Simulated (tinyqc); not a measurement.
KAI against NLS in time: switching kinetics of a ferroelectric film and the memory window of a ferroelectric gate stack. Computed by tinyqc, a small Python program. Command: `OMP_NUM_THREADS=1 python tinyqc.py 3017466 3017467 out.jsonl feswitch walk`. One thread of a shared host (Intel(R) Xeon(R) Processor @ 2.30GHz), about 0.02 s of CPU time with the checks.

Fields in MV/cm; 1 microcoulomb/cm^2 over eps_0 is 11.29409 MV/cm. In the stack (metal, ferroelectric, interlayer, channel) the channel is taken as a conductor.

Inputs (values chosen for the exercise, for a model film): dimension n = 2; half width w of log10 t = 0.86.

Method. KAI: 1 - exp[-(t/t1)^n]. NLS: the same kernel averaged over the Lorentzian F = (1/pi) w/[(z - log10 t1)^2 + w^2] in z = log10 tau.

Switched share:
```
log10(t/t1)     KAI      NLS
-3.0         0.0000  0.09340
-2.0         0.0001  0.13957
-1.0         0.0100  0.25572
-0.5         0.0952  0.37623
-0.2         0.3284  0.47226
0.0          0.6321  0.54045
0.2          0.9189  0.60614
0.5          1.0000  0.69087
1.0          1.0000  0.78691
2.0          1.0000  0.87610
3.0          1.0000  0.91396
```

What does the comparison show, and why?

KAI goes from 10 to 90 % within 0.67 decades of time; a Lorentzian of this width needs about 2 w tan(0.4 pi) = 5.3 decades. Three decades after t1, 8.6 % of the NLS film has not switched, and three decades before it 9.3 % already has: the tails set write margins and disturb errors.
